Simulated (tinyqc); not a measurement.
States in the gap of a film: thin (001) film in sp3s* tight binding with raised dangling bonds.

Planes alternate anion (a), cation (c) along [001], a/4 apart, starting with an anion; zero in-plane momentum; levels counted from the bulk Ev, the lower root of [[Epa, Vxx], [Vxx, Epc]]; no spin-orbit coupling. Block of s, pz, s*: from an anion to the cation above, Vss/2 (s,s), Vsapc/2 (s,z), -Vscpa/2 (z,s), Vxx/2 (z,z), Vxapc/2 (s*,z), -Vpaxc/2 (z,s*); to the cation below the same with the s-z and s*-z signs reversed. Block of u = (px + py)/sqrt2 and v = (px - py)/sqrt2: to the cation above (Vxx + Vxy)/2 for u and (Vxx - Vxy)/2 for v, to the cation below the reverse. Each surface atom has two dangling sp3 hybrids; raising both by dl adds (dl/2) [[1, t], [t, 1]] to its s, pz levels (t = -1 at the bottom face, +1 at the top) and dl to the one of u, v in whose plane the missing bonds lie (v for a bottom anion or a top cation, u for a top anion).

Inputs chosen for the exercise (out of a larger set: near a published set for Si, fitted to gaps, whose masses and valley positions are rough; not measured data): p = (-4.178, 1.723, -4.178, 1.723, 6.654, 6.654, -8.283, 1.718, 4.542, 5.706, 5.706, 5.362, 5.362) eV (order Esa, Epa, Esc, Epc, Exa, Exc, Vss, Vxx, Vxy, Vsapc, Vscpa, Vxapc, Vpaxc); Nw = 33 (planes in the thicker film).

edges (eV): Gamma 3.43600, Delta 1.16199

Levels between 0 and the lower bulk edge, the largest weight on the two outer planes of both faces among them, and the nearest levels outside, for several shifts dl.

Film of Nw planes:

| dl (eV) | levels in the gap | at (eV) | surface weight | next above (eV) | next below (eV) |
|---|---|---|---|---|---|
| 0 | 2 | 0.280, 0.288 | 0.69 | 1.1857 | -0.0433 |
| 1 | 2 | 0.744, 0.745 | 0.81 | 1.1864 | -0.0423 |
| 2 | 1 | 1.162 | 0.30 | 1.1648 | -0.0417 |
| 3 | 0 | - | - | 1.1836 | -0.0414 |
| 5 | 0 | - | - | 1.1845 | -0.0409 |
| 10 | 0 | - | - | 1.1848 | -0.0404 |
| 30 | 0 | - | - | 1.1849 | -0.0398 |
| 100 | 0 | - | - | 1.1850 | -0.0396 |

Can the levels of the bare film be read as confined subbands?

No: with bare surfaces (dl = 0) 2 levels lie in the bulk gap, with up to 69 % of the weight on the four outer planes, two a face, where an even spread gives 12 %; these are dangling-bond states, not subbands. The reruns show the bulk gap clear from dl = 3 eV on, and at dl = 30 eV the next level above lies 0.0 meV from its value at 100 eV.

Run: tinyqc, `OMP_NUM_THREADS=1 python tinyqc.py 1481928 1481929 out.jsonl`; Intel(R) Xeon(R) Processor @ 2.30GHz, one thread, shared host; about 0.4 s of CPU time with all checks.
